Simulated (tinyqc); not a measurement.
Cluster expansion of a binary alloy: correlations, fit, cross-validation and ground states: one step, computed by the program tinyqc. Command: `OMP_NUM_THREADS=1 python tinyqc.py 3002697 3002698 out.jsonl clex walk`. One thread of a shared host (Intel(R) Xeon(R) Processor @ 2.30GHz), about 0.05 s of CPU time with the checks.

s = +1 for A and -1 for B. Energy per site E = J0 + J1 P(point) + sum over clusters of m V P, with P the mean product of spins; V > 0 on a pair favours unlike neighbours. Clusters per site m: pair 1 4, pair 2 3, pair 3 6, triplet 12; the triplet is two first-neighbour bonds closed by a second-neighbour bond. Formation energies are counted from the line between pure A and pure B, which removes J0 and J1.

Problem. Normal equations for V1, V2, Vt. Leave out pair 3: A = X^T X and b = X^T E (E being the data with noise) over these three columns; solve A V = b. The root-mean-square error runs over the structures between the pure ends.

Lattice: bcc.

X:
```
,pair 1,pair 2,pair 3,triplet
A,0.00000,0.00000,0.00000,0.00000
A3B D0_3,-4.00000,-3.00000,0.00000,-12.00000
A3B (001) layers,-4.00000,-1.00000,-4.00000,-4.00000
A2B C11_b,-5.33333,-1.33333,-5.33333,-5.33333
AB B2,-8.00000,0.00000,0.00000,0.00000
AB B32,-4.00000,-6.00000,0.00000,0.00000
A2B2 B11,-4.00000,-2.00000,-8.00000,0.00000
AB (110) layers,-4.00000,-4.00000,-8.00000,0.00000
AB2 C11_b,-5.33333,-1.33333,-5.33333,5.33333
AB3 D0_3,-4.00000,-3.00000,0.00000,12.00000
AB3 (001) layers,-4.00000,-1.00000,-4.00000,4.00000
B,0.00000,0.00000,0.00000,0.00000
```

data (meV/site): A 0.0000, A3B D0_3 -10.0936, A3B (001) layers -13.2948, A2B C11_b -18.4692, AB B2 -34.5308, AB B32 -10.5472, A2B2 B11 -13.7816, AB (110) layers -13.3920, AB2 C11_b -21.2396, AB3 D0_3 -18.9340, AB3 (001) layers -17.3100, B 0.0000

Give: matrix A; b; fitted V1, V2, Vt; root-mean-square error of the three-cluster fit.

Solution.

matrix A:
```
,V1,V2,Vt
V1,232.9,94.2,0.0
V2,94.2,79.6,0.0
Vt,0.0,0.0,376.9
```

b (meV): [877.4, 315.0, -136.9]

fitted V1, V2, Vt (meV): [4.158, -0.964, -0.363]

root-mean-square error of the three-cluster fit = 0.8815 meV/site
